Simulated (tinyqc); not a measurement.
RHF in the sto-3g basis, for H4, spin multiplicity 1, step by step. Computed by tinyqc, a small Python program that keeps every step (integrals from PySCF). Settings: charge = 0, multiplicity = 1, basis = sto-3g, energy threshold = 1e-08, iteration cap = 57, orthogonalisation = symmetric, start = atomic densities, DIIS depth = 8, method = RHF. Command: `OMP_NUM_THREADS=1 python tinyqc.py 29652 29653 out.jsonl` (the two numbers bound the seeds that draw the settings). One thread of a shared host (Intel(R) Xeon(R) Processor @ 2.60GHz), about 0.04 s of CPU time with the checks. Later iterations appear only in the table of the cycle.

## One-electron integrals

Geometry (angstrom):
```
atom         x         y         z
H     0.000000  0.000000  0.000000
H     0.000000  0.000000  0.723000
H     0.000000  1.873000  0.000000
H     0.000000  1.873000  0.723000
```

Basis sto-3g: exponents (1/bohr^2) and contraction coefficients of normalised primitives:
```
element  l (shell)  exponent  coefficient
H            s (1)  3.425251     0.154329
H            s (1)  0.623914     0.535328
H            s (1)  0.168855     0.444635
```

Overlap, kinetic and nuclear-attraction integrals over the contracted functions; the nuclear repulsion is the sum of Za Zb / Rab.

nuclear repulsion = 2.55604357 hartree

overlap S, lower triangle:
```
          1H 1s     2H 1s     3H 1s     4H 1s
1H 1s  1.000000
2H 1s  0.671007  1.000000
3H 1s  0.146323  0.117718  1.000000
4H 1s  0.117718  0.146323  0.671007  1.000000
```

kinetic energy T (hartree), lower triangle:
```
           1H 1s      2H 1s     3H 1s     4H 1s
1H 1s   0.760032
2H 1s   0.247229   0.760032
3H 1s  -0.008013  -0.010200  0.760032
4H 1s  -0.010200  -0.008013  0.247229  0.760032
```

nuclear attraction V (hartree), lower triangle:
```
           1H 1s      2H 1s      3H 1s      4H 1s
1H 1s  -2.437964
2H 1s  -1.597515  -2.437964
3H 1s  -0.296924  -0.244840  -2.437964
4H 1s  -0.244840  -0.296924  -1.597515  -2.437964
```

core Hamiltonian H = T + V (hartree), lower triangle:
```
           1H 1s      2H 1s      3H 1s      4H 1s
1H 1s  -1.677932
2H 1s  -1.350286  -1.677932
3H 1s  -0.304936  -0.255039  -1.677932
4H 1s  -0.255039  -0.304936  -1.350286  -1.677932
```

## Two-electron integrals

Functions are numbered as in S; the eight-fold symmetry (ij|kl) = (ji|kl) = (kl|ij) leaves the list below.

Two-electron integrals (ij|kl) in chemists' order, unique and non-zero (hartree):
```
(11|11) 0.774606   (21|11) 0.454326   (21|21) 0.308998   (22|11) 0.576405
(22|21) 0.454326   (22|22) 0.774606   (31|11) 0.070864   (31|21) 0.044449
(31|22) 0.060346   (31|31) 0.011280   (32|11) 0.052724   (32|21) 0.036641
(32|22) 0.055036   (32|31) 0.008618   (32|32) 0.007136   (33|11) 0.281008
(33|21) 0.184530   (33|22) 0.262709   (33|31) 0.070864   (33|32) 0.055036
(33|33) 0.774606   (41|11) 0.055036   (41|21) 0.036641   (41|22) 0.052724
(41|31) 0.008618   (41|32) 0.007067   (41|33) 0.052724   (41|41) 0.007136
(42|11) 0.060346   (42|21) 0.044449   (42|22) 0.070864   (42|31) 0.009707
(42|32) 0.008618   (42|33) 0.060346   (42|41) 0.008618   (42|42) 0.011280
(43|11) 0.184530   (43|21) 0.125388   (43|22) 0.184530   (43|31) 0.044449
(43|32) 0.036641   (43|33) 0.454326   (43|41) 0.036641   (43|42) 0.044449
(43|43) 0.308998   (44|11) 0.262709   (44|21) 0.184530   (44|22) 0.281008
(44|31) 0.060346   (44|32) 0.052724   (44|33) 0.576405   (44|41) 0.055036
(44|42) 0.070864   (44|43) 0.454326   (44|44) 0.774606
```

## Orthogonalisation

S = U s U^T; symmetric (Loewdin) form X = U s^(-1/2) U^T, so that X^T S X = 1.

eigenvalues of S: 0.300388  0.357599  1.406966  1.935048

X, lower triangle:
```
           1H 1s      2H 1s      3H 1s     4H 1s
1H 1s   1.264688
2H 1s  -0.483720   1.264688
3H 1s  -0.069123   0.007031   1.264688
4H 1s   0.007031  -0.069123  -0.483720  1.264688
```

## Starting guess

The start is atomic minimal-basis densities projected into this basis (PySCF's MINAO start) and scaled to the electron count of each spin; this density is not idempotent, so its energy is not variational and may lie below the converged one.

D at the start, lower triangle:
```
          1H 1s     2H 1s     3H 1s     4H 1s
1H 1s  0.927523
2H 1s  0.092780  0.927523
3H 1s  0.050658  0.023861  0.927523
4H 1s  0.023861  0.050658  0.092780  0.927523
```

## Iteration 1: building the Fock matrix

J_ij = sum D_kl (ij|kl), K_ij = sum D_kl (ik|jl); F = H + J - 0.5 K; E = tr D H + tr D J / 2 - 0.25 tr D K + E_nn.

Coulomb J (hartree), lower triangle:
```
          1H 1s     2H 1s     3H 1s     4H 1s
1H 1s  1.894385
2H 1s  1.278217  1.894385
3H 1s  0.262846  0.215922  1.894385
4H 1s  0.215922  0.262846  1.278217  1.894385
```

exchange K (hartree), lower triangle:
```
          1H 1s     2H 1s     3H 1s     4H 1s
1H 1s  1.123693
2H 1s  0.956959  1.123693
3H 1s  0.248193  0.231779  1.123693
4H 1s  0.231779  0.248193  0.956959  1.123693
```

Fock matrix F (hartree), lower triangle:
```
           1H 1s      2H 1s      3H 1s      4H 1s
1H 1s  -0.345394
2H 1s  -0.550549  -0.345394
3H 1s  -0.166187  -0.155007  -0.345394
4H 1s  -0.155007  -0.166187  -0.550549  -0.345394
```

total energy of this density = -1.61733763 hartree

This density is the starting one; it is not idempotent, so its energy is not variational and may lie below the converged one.

## Iteration 1: diagonalisation and new density

Diagonalise F' = X^T F X, C = X C', fill 2 alpha and 2 beta electrons from the bottom; D = 2 C_occ C_occ^T. Each column has its largest component positive (the first on a tie).

F' = X^T F X (hartree), lower triangle:
```
           1          2          3         4
1   0.056282
2  -0.575031   0.056282
3  -0.099560  -0.010686   0.056282
4  -0.010686  -0.099560  -0.575031  0.056282
```

orbital energies (hartree): MO1 -0.628996, MO2 -0.408503, MO3 0.542439, MO4 0.720187

coefficients C:
```
            MO1        MO2        MO3        MO4
1H 1s  0.359438   0.421530   0.836127   0.912281
2H 1s  0.359438   0.421530  -0.836127  -0.912281
3H 1s  0.359438  -0.421530   0.836127  -0.912281
4H 1s  0.359438  -0.421530  -0.836127   0.912281
```

D after iteration 1, lower triangle:
```
           1H 1s      2H 1s     3H 1s     4H 1s
1H 1s   0.613766
2H 1s   0.613766   0.613766
3H 1s  -0.096983  -0.096983  0.613766
4H 1s  -0.096983  -0.096983  0.613766  0.613766
```

## Iteration 2: building the Fock matrix

As before.

Coulomb J (hartree), lower triangle:
```
          1H 1s     2H 1s     3H 1s     4H 1s
1H 1s  1.900785
2H 1s  1.285983  1.900785
3H 1s  0.262777  0.216137  1.900785
4H 1s  0.216137  0.262777  1.285983  1.900785
```

exchange K (hartree), lower triangle:
```
          1H 1s     2H 1s     3H 1s     4H 1s
1H 1s  1.204512
2H 1s  1.084344  1.204512
3H 1s  0.172593  0.164440  1.204512
4H 1s  0.164440  0.172593  1.084344  1.204512
```

Fock matrix F (hartree), lower triangle:
```
           1H 1s      2H 1s      3H 1s      4H 1s
1H 1s  -0.379404
2H 1s  -0.606475  -0.379404
3H 1s  -0.128455  -0.121122  -0.379404
4H 1s  -0.121122  -0.128455  -0.606475  -0.379404
```

total energy of this density = -2.21436586 hartree

## Iteration 2: DIIS over 2 matrices

error matrix X^T (FDS - SDF) X:
```
          1         2         3         4
1  0.000000  0.000000  0.000000  0.000000
2  0.000000  0.000000  0.000000  0.000000
3  0.000000  0.000000  0.000000  0.000000
4  0.000000  0.000000  0.000000  0.000000
```

B (overlaps of the stored error matrices):
```
               1              2
1  0.0000000e+00  0.0000000e+00
2  0.0000000e+00  0.0000000e+00
```

Minimise |sum c_i e_i|^2 with sum c_i = 1: solve [B -1; -1 0][c; lambda] = [0; -1] with B_ij = tr e_i^T e_j, and take F = sum c_i F_i.

DIIS coefficients: 0.708886  0.291114

extrapolated F (hartree), lower triangle:
```
           1H 1s      2H 1s      3H 1s      4H 1s
1H 1s  -0.355294
2H 1s  -0.566830  -0.355294
3H 1s  -0.155203  -0.145142  -0.355294
4H 1s  -0.145142  -0.155203  -0.566830  -0.355294
```

## Iteration 2: diagonalisation and new density

As before.

F' = X^T F X (hartree), lower triangle:
```
           1          2          3         4
1   0.056857
2  -0.593698   0.056857
3  -0.091027  -0.003884   0.056857
4  -0.003884  -0.091027  -0.593698  0.056857
```

orbital energies (hartree): MO1 -0.631752, MO2 -0.441929, MO3 0.563412, MO4 0.737698

coefficients C:
```
            MO1        MO2        MO3        MO4
1H 1s  0.359438   0.421530   0.836127   0.912281
2H 1s  0.359438   0.421530  -0.836127  -0.912281
3H 1s  0.359438  -0.421530   0.836127  -0.912281
4H 1s  0.359438  -0.421530  -0.836127   0.912281
```

D after iteration 2, lower triangle:
```
           1H 1s      2H 1s     3H 1s     4H 1s
1H 1s   0.613766
2H 1s   0.613766   0.613766
3H 1s  -0.096983  -0.096983  0.613766
4H 1s  -0.096983  -0.096983  0.613766  0.613766
```

## Iteration 3: building the Fock matrix

As before.

Coulomb J (hartree), lower triangle:
```
          1H 1s     2H 1s     3H 1s     4H 1s
1H 1s  1.900785
2H 1s  1.285983  1.900785
3H 1s  0.262777  0.216137  1.900785
4H 1s  0.216137  0.262777  1.285983  1.900785
```

exchange K (hartree), lower triangle:
```
          1H 1s     2H 1s     3H 1s     4H 1s
1H 1s  1.204512
2H 1s  1.084344  1.204512
3H 1s  0.172593  0.164440  1.204512
4H 1s  0.164440  0.172593  1.084344  1.204512
```

Fock matrix F (hartree), lower triangle:
```
           1H 1s      2H 1s      3H 1s      4H 1s
1H 1s  -0.379404
2H 1s  -0.606475  -0.379404
3H 1s  -0.128455  -0.121122  -0.379404
4H 1s  -0.121122  -0.128455  -0.606475  -0.379404
```

total energy of this density = -2.21436586 hartree

## Iteration 3 (converged): orbitals

As before.

F' = X^T F X (hartree), lower triangle:
```
           1          2          3         4
1   0.058258
2  -0.639152   0.058258
3  -0.070248   0.012680   0.058258
4   0.012680  -0.070248  -0.639152  0.058258
```

orbital energies (hartree): MO1 -0.638463, MO2 -0.523326, MO3 0.614483, MO4 0.780339

coefficients C:
```
            MO1        MO2        MO3        MO4
1H 1s  0.359438   0.421530   0.836127   0.912281
2H 1s  0.359438   0.421530  -0.836127  -0.912281
3H 1s  0.359438  -0.421530   0.836127  -0.912281
4H 1s  0.359438  -0.421530  -0.836127   0.912281
```

D after iteration 3, lower triangle:
```
           1H 1s      2H 1s     3H 1s     4H 1s
1H 1s   0.613766
2H 1s   0.613766   0.613766
3H 1s  -0.096983  -0.096983  0.613766
4H 1s  -0.096983  -0.096983  0.613766  0.613766
```

## Convergence

Stop when the energy changes by less than 1e-08 hartree and every element of the error matrix X^T (F D S - S D F) X is below 3e-05.

Course of the cycle:
```
iteration  E (hartree)     change  largest element of the error matrix
1          -1.61733763          -                             9.18e-16
2          -2.21436586  -5.97e-01                             1.54e-15
3          -2.21436586  -8.88e-16                             4.99e-16
```

PySCF RHF in the same basis = -2.21436586 hartree

Converged in 3 iterations.

## Populations, bond orders and dipole

Mulliken: Z minus the diagonal of D S on the atom; Loewdin: the same with S^(1/2) D S^(1/2); Mayer order: 2 sum_s sum (D(s) S)_ij (D(s) S)_ji over the two atoms.

Charges (e):
```
atom  Mulliken  Loewdin
1H           0        0
2H           0        0
3H           0        0
4H           0        0
```

Mayer bond orders:
```
pair     order
2-1   1.000000
3-1          0
3-2          0
4-1          0
4-2          0
4-3   1.000000
```

dipole moment about the origin, x y z (debye): 0.000000  0.000000  0.000000
